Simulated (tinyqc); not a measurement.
Drifting, spreading and decaying minority pulse (Haynes-Shockley), backward Euler time steps: two steps of the calculation.

Low injection in a uniform field: dn/dt = D d2n/dx2 - v dn/dx - n/tau with D = mu Vt and v = mu F towards +x. Exact solution on an infinite bar for a Gaussian start at x0: n = N0 exp(-t/tau) exp(-(x - x0 - v t)^2/(2 s^2))/sqrt(2 pi s^2), s^2 = s0^2 + 2 D t.

Values chosen for this exercise; mobility close to that of silicon at room temperature: temperature T = 300 K; minority-carrier mobility mu = 471 cm^2/(V s); sweep field along the drift F = 19 V/cm; mesh step hx = 11 um; lifetime tau = 5.6e-7 s; time step dt = 9.1e-8 s.

Constants: q = 1.602176634e-19 C, kB = 1.380649e-23 J/K, Vt = kB T/q. Results are converted to the units shown.

Task 1. Coefficients of the scheme. Exponentially fitted fluxes: d = F hx/Vt, B(d) = d/(exp(d) - 1), k = D dt/hx^2; (L n)_i = a n_(i-1) + b n_i + c n_(i+1) with a = k B(-d), c = k B(d), b = -a - c - dt/tau. Explicit steps keep n positive for dt up to 1/[(D/hx^2)(B(d) + B(-d)) + 1/tau].

Find: D; v; d; a; b; c; positivity limit of dt.

Result 1.

D = 12.18 cm^2/s
v = 8949 cm/s
d = 0.8084
a = 1.335
b = -2.093
c = 0.5949
positivity limit of dt = 4.349e-8 s

Task 2. Densities after a time step. (L n)_i = a n_(i-1) + b n_i + c n_(i+1), n = 0 beyond the ends. Backward Euler step: solve n(new) - L n(new) = n.

a = 1.3352421
b = -2.0926579
c = 0.59491577
n at t = 0, node 1 to 9 (in units of 1e13 cm^-3): 0.0344514  0.7094919  4.3570435  7.9788456  4.3570435  0.7094919  0.0344514  0.0004988  0.0000022

Wanted: n at t = 1 dt.

Result 2.

n at t = 1 dt, node 1 to 9 (in units of 1e13 cm^-3): 0.1654  0.8019  2.6047  4.4169  3.7034  2.0147  0.9687  0.4563  0.1970

tinyqc, about 0.01 s, one thread, Intel Xeon 2.30GHz (shared host): `OMP_NUM_THREADS=1 python tinyqc.py 2310116 2310117 out.jsonl`
